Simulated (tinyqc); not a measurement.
Thin film between two gates, subbands and threshold shift from confinement: charge and subband filling against gate voltage.

Undoped body with a flat potential across it, hard walls, transport along x. Three valley pairs (g = 2 each) with the longitudinal mass along x, y or z. Non-parabolicity enters the subband edges through E (1 + al E) = gamma, so E = 2 gamma/(1 + sqrt(1 + 4 al gamma)); motion within a subband is taken as parabolic with the band-edge mass. Energies are counted from the bulk band edge.

gamma = C (pi k/(t + dl))^2/mz, C = hbar^2/(2 m0). Each subband has N_k = g sqrt(mx my) m0 kB T/(pi hbar^2). With degeneracy n = sum N_k F((EF - E_k)/Vt), F(x) = ln(1 + exp(x)); gate: Vg = EF + q n/(Cg P), P = 2 (both faces), summed over the 60 lowest subbands at most, with Vg counted from the value that would put EF at the bulk band edge of an empty body. Cq = q dn/dEF.

Inputs (values chosen for the exercise); masses close to those of silicon:
```
symbol  value     unit                                                meaning
T         200        K                                            temperature
ml      0.912       m0                                      longitudinal mass
mt      0.189       m0                                        transverse mass
al        0.5     1/eV                                       non-parabolicity
t         4.9       nm                               film thickness (along z)
dl          0       nm  widening of the box by penetration into the insulator
Cg        3.6  uF/cm^2                 gate capacitance per area of interface
```

Constants: q = 1.602176634e-19 C, kB = 1.380649e-23 J/K, hbar = 1.054571817e-34 J s, m0 = 9.1093837015e-31 kg, Vt = kB T/q, hbar^2/(2 m0) = 0.0380998212 eV nm^2. Results are converted to the units shown.

Results:

| Vg (V) | EF - E_1 (eV) | n (cm^-2) | n/P (cm^-2) | share of the lowest subband (%) | Cq/(Cg P) | total C/(Cg P) |
|---|---|---|---|---|---|---|
| -0.13 | -0.1470 | 6.293e8 | 3.146e8 | 85.24 | 8.124e-4 | 8.117e-4 |
| -0.01 | -0.03559 | 3.846e11 | 1.923e11 | 84.49 | 0.4723 | 0.3208 |
| 0.12 | 0.01288 | 4.049e12 | 2.024e12 | 76.31 | 3.579 | 0.7816 |
| 0.37 | 0.04781 | 1.371e13 | 6.857e12 | 56.25 | 9.600 | 0.9057 |
| 0.49 | 0.05788 | 1.865e13 | 9.327e12 | 49.49 | 12.29 | 0.9248 |
| 0.62 | 0.06682 | 2.409e13 | 1.205e13 | 44.02 | 14.77 | 0.9366 |
| 0.74 | 0.07400 | 2.916e13 | 1.458e13 | 40.19 | 16.62 | 0.9433 |
| 0.87 | 0.08105 | 3.469e13 | 1.734e13 | 36.96 | 18.22 | 0.9480 |

Estimate the missing row, Vg = 0.24 V.

Computed row:

| Vg (V) | EF - E_1 (eV) | n (cm^-2) | n/P (cm^-2) | share of the lowest subband (%) | Cq/(Cg P) | total C/(Cg P) |
|---|---|---|---|---|---|---|
| 0.24 | 0.03326 | 8.525e12 | 4.263e12 | 65.93 | 6.443 | 0.8657 |

With this row back in the table: EF passes E_1 = 0.0170 eV at Vg = 0.0693 V. The share of the lowest subband falls from 85.2 to 37.0 % and the total capacitance rises from 8.12e-4 to 0.948 of Cg P. In the last row 5.4 % of an added gate voltage goes into raising EF (from the last two rows). For Vg = 0.12, 0.24, 0.37, 0.49, 0.62, 0.74, 0.87 the charge would bend the potential across the body noticeably, which is left out.

Computed by the program tinyqc: `OMP_NUM_THREADS=1 python tinyqc.py 2350009 2350010 out.jsonl`, one thread of a shared Intel Xeon 2.30GHz, about 0.06 s for the whole run.
